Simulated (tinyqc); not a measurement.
From rigid to soft shells: rigid-ion and shell models of the dielectric response of an ionic crystal. Computed by tinyqc, a small Python program. Command: `OMP_NUM_THREADS=1 python tinyqc.py 3020009 3020010 out.jsonl shell walk`. One thread of a shared host (Intel(R) Xeon(R) Processor @ 2.30GHz), about 0.01 s of CPU time with the checks.

Charges +Z and -Z; 4 nearest neighbours, Madelung constant M = 1.638055, volume per ion pair Omega = 3.079201 d^3. Energy per pair U = -M Z^2 e2/d + 4 A exp(-d/rho), e2 = e^2/(4 pi eps_0). In the shell model the anion is a core of charge Y - Z and a massless shell of charge -Y, joined by the spring k; the repulsion acts on the shell. Each ion feels the Lorentz field E + (4 pi/3) P (Gaussian units).

Inputs (values chosen for the exercise, for a model crystal):
```
quantity                       value           unit
nearest-neighbour distance d     2.6       angstrom
ionic charge Z                     1              e
hardness d/rho                    12              -
cation mass                     9.51              u
anion mass                        16              u
shell charge size Y             2.91              e
core-shell spring k             66.1  eV/angstrom^2
cation polarisability alpha_+   0.54     angstrom^3
```

Structure: zinc blende.

Constants: e^2/(4 pi eps_0) = 14.39964548 eV angstrom; 1 eV/angstrom^3 = 160.2176634 GPa; nu for 1 eV/(angstrom^2 u) = 15.6333042 THz; 1 THz = 33.35640952 1/cm.

Method:
- Zero pressure fixes 4 A exp(-d/rho) = M Z^2 e2 rho/d^2. Then U = -(M Z^2 e2/d)(1 - rho/d), B = M Z^2 e2 (d/rho - 2)/(9 Omega d), and the spring of one sublattice against the other is R = (1/3) x (Laplacian of the repulsion summed over neighbours) = M Z^2 e2 (d/rho - 2)/(3 d^3), so R = 3 B Omega/d^2.
- With C = 4 pi Z^2 e2/(3 Omega): mu lambda_TO = R - C, mu lambda_LO = R + 2 C; eps_inf = 1 and eps_s = lambda_LO/lambda_TO.
- lambda in eV/(angstrom^2 u) gives the wavenumber 15.6333042 x 33.35640952 x sqrt(lambda); mu is the reduced mass.
- Eliminating the shell gives the anion polarisability alpha_- = Y^2 e2/(k + R), the Szigeti charge Z_S = Z - Y R/(k + R) and the softened spring R' = k R/(k + R). With b = 4 pi (alpha_+ + alpha_-)/(3 Omega): eps_inf = (1 + 2b)/(1 - b) (Clausius-Mossotti); Born charge Z* = Z_S (eps_inf + 2)/3.
- mu lambda_TO = R' - (4 pi e2/(3 Omega)) Z_S^2/(1 - b); mu lambda_LO = mu lambda_TO + 4 pi e2 Z*^2/(eps_inf Omega); eps_s = eps_inf lambda_LO/lambda_TO.

repulsive spring R = 4.47341 eV/angstrom^2

volume Omega = 54.1200 angstrom^3

omega_LO, rigid ions = 552.778 1/cm

Response against the core-shell spring:
```
k (eV/angstrom^2)  eps_inf      Z_S      Z*  omega_TO (1/cm)  omega_LO (1/cm)   eps_s
53                  1.7784  0.77350  0.9742           387.02           480.76  2.7442
66                  1.6395  0.81528  0.9891           387.33           490.90  2.6335
86                  1.5133  0.85612  1.0026           387.62           501.50  2.5332
120                 1.3999  0.89542  1.0148           387.87           512.42  2.4432
170                 1.3182  0.92539  1.0235           388.06           521.28  2.3786
260                 1.2520  0.95078  1.0306           388.21           529.18  2.3263
530                 1.1896  0.97564  1.0373           388.35           537.30  2.2772
2000                1.1463  0.99351  1.0420           388.44           543.38  2.2431
```

What follows from these numbers?

From the stiffest to the softest shell eps_inf rises from 1.15 to 1.78 and Z_S falls from 0.99 to 0.77; omega_LO moves by -12 % and omega_TO by -0.4 %. Screening by eps_inf cuts the LO frequency, which rigid ions overstate (rigid ions: 553 per cm); eps_s goes from 2.24 to 2.74.
